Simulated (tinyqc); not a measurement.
Heavy doping: gap narrowing, degeneracy and the minority density, step by step. Values are carried at full precision from step to step, so a last printed digit may differ when a step is redone from the rounded ones.

Empirical narrowing (Slotboom form, constants chosen for the exercise; published fits of this form give the apparent narrowing, here it is taken as the true one): dEg = E0 [ln(N/N0) + sqrt(ln(N/N0)^2 + C)].

Constants: kB = 8.617333262e-05 eV/K; e^2/(4 pi eps0) = 14.39964547 eV angstrom.

Parameters, chosen for this exercise (gap and densities of states near those of GaAs at this temperature; narrowing constants of the size fitted for Si, not for this material; shifted at random, so the results belong to these values and not to a real crystal): N = 3.5e+17 1/cm^3 (ionised donors, equal to the majority density); E0 = 9.83 meV (narrowing scale); N0 = 9e+16 1/cm^3 (onset density); C = 0.5 (smoothing constant); Nc = 3.16e+17 1/cm^3 (conduction-band density of states); Eg = 1.442 eV (gap); Nv = 6.97e+18 1/cm^3 (valence-band density of states); T = 250 K; eps = 12.7 (dielectric constant); Mv = 1 (majority valleys).

## Gap narrowing

Evaluate at N.

ln(N/N0) = 1.3581
dEg (empirical fit) = 28.40 meV

Well above N0 each decade of doping adds 2 E0 ln 10 = 45.3 meV.

## Degeneracy of the majority band

F_j(eta) = (1/Gamma(j + 1)) integral_0^infinity x^j dx/(1 + exp(x - eta)), which tends to exp(eta) for eta << 0.

Majority: N = Nc F_1/2(eta), eta the distance of EF beyond the majority band edge in kT. Degeneracy factor gam = F_1/2(eta)/exp(eta). ni0^2 = Nc Nv exp(-Eg/kT); product n p = ni0^2 gam exp(dEg/kT), dEg the true narrowing; apparent narrowing dEa = dEg + kT ln gam; minority density = n p/N.

Solve for eta and form gam.

N/Nc = 1.108
eta = 0.4879
gam = 0.6800

## Product and minority density

Combine both effects.

ni0 = 4.33e+03 1/cm^3
exp(dEg/kT) = 3.74
dEa = 20.1 meV
sqrt(n p) = 6.91e+03 1/cm^3
minority density = 1.36e-10 1/cm^3

Narrowing multiplies the product by 3.74 and degeneracy by 0.680; together they change the minority density by a factor 2.54 against ni0^2/N.

## Two estimates of the size

Two physical estimates, e2 = e^2/(4 pi eps0), N in 1/angstrom^3: exchange shift at the Fermi level, Ex = (e2/eps) kF/pi with kF = (3 pi^2 N/Mv)^(1/3); screened-pair energy (Lanyon-Tuft), Es = (3/4)(e2/eps) qs with qs^2 = (4 pi e2 N/(eps kT)) F_-1/2(eta)/F_1/2(eta).

Evaluate both at N.

kF = 0.02180 1/angstrom
Ex = 7.87 meV
Es = 11.01 meV

Against the fitted dEg = 28.4 meV, Ex is 0.28 and Es 0.39 times as large; each keeps one mechanism only, and Ex assumes a strongly degenerate gas, while here eta is only 0.49.

## Checks

- Minority density against the Boltzmann occupation of the other band at the narrowed gap (1/cm^3): both 1.363e-10.

Run: tinyqc, `OMP_NUM_THREADS=1 python tinyqc.py 1652342 1652343 out.jsonl`; Intel(R) Xeon(R) Processor @ 2.30GHz, one thread, shared host; about 0.01 s of CPU time with all checks.
